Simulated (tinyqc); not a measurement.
Quantum-confined Stark effect in a modulator well: one step. Estimate for hard walls. Four cases, with inputs chosen for the exercise.

Problem. Second order: each level moves by -C m (e F)^2 L^4/(2c), C = (15/pi^2 - 1)/(24 pi^2), c = hbar^2/2m0, 1 kV/cm = 1e-5 eV/angstrom. It holds while e F L is no more than about twice 3 c pi^2/(m L^2).

Constants: hbar^2/2m0 = 3.80998211 eV angstrom^2.

Case 1.

Values chosen (near those of a Ge well in SiGe, direct gap; not measured data):
- L = 98 angstrom (well width)
- me = 0.0417 m0 (electron, well)
- mh = 0.218 m0 (heavy hole along z, well)
- F = 62 kV/cm (field)

Case 2.

Values chosen (near those of an InGaAs well in InAlAs; not measured data):
- L = 88 angstrom (well width)
- me = 0.0418 m0 (electron, well)
- mh = 0.37 m0 (heavy hole along z, well)
- F = 121 kV/cm (field)

Case 3.

Values chosen (near those of an InGaAsP well in InP; not measured data):
- L = 106 angstrom (well width)
- me = 0.0495 m0 (electron, well)
- mh = 0.346 m0 (heavy hole along z, well)
- F = 88 kV/cm (field)

Case 4.

Values chosen (near those of a Ge well in SiGe, direct gap; not measured data):
- L = 102 angstrom (well width)
- me = 0.0409 m0 (electron, well)
- mh = 0.202 m0 (heavy hole along z, well)
- F = 39 kV/cm (field)

Give: Estimate.

Solution.

Case 1.

Estimate:
```
carrier     shift (meV)  e F L over the level spacing
electron          -0.43                          0.22
heavy hole        -2.23                          1.13
```

The hole, 5.2 times heavier, carries 84 % of the estimated shift; for hard walls second order errs by about 2 % at a ratio of 1 and 13 % at 3.

Case 2.

Estimate:
```
carrier     shift (meV)  e F L over the level spacing
electron          -1.06                          0.31
heavy hole        -9.36                          2.70
```

The hole, 8.9 times heavier, carries 90 % of the estimated shift; for hard walls second order errs by about 2 % at a ratio of 1 and 13 % at 3.

Case 3.

Estimate:
```
carrier     shift (meV)  e F L over the level spacing
electron          -1.39                          0.46
heavy hole        -9.74                          3.21
```

The hole, 7.0 times heavier, carries 87 % of the estimated shift; for it the ratio exceeds 3, so second order overstates its shift, by 13 % at a ratio of 3 and 60 % at 8.

Case 4.

Estimate:
```
carrier     shift (meV)  e F L over the level spacing
electron          -0.19                          0.15
heavy hole        -0.96                          0.74
```

The hole, 4.9 times heavier, carries 83 % of the estimated shift; for hard walls second order errs by about 2 % at a ratio of 1 and 13 % at 3.

Computed by tinyqc, one run a case: `OMP_NUM_THREADS=1 python tinyqc.py N N+1 out.jsonl` with N = 1250045, 1250118, 1250134, 1250137; one thread of a shared Intel(R) Xeon(R) Processor @ 2.30GHz, about 0.3 s a run at most.
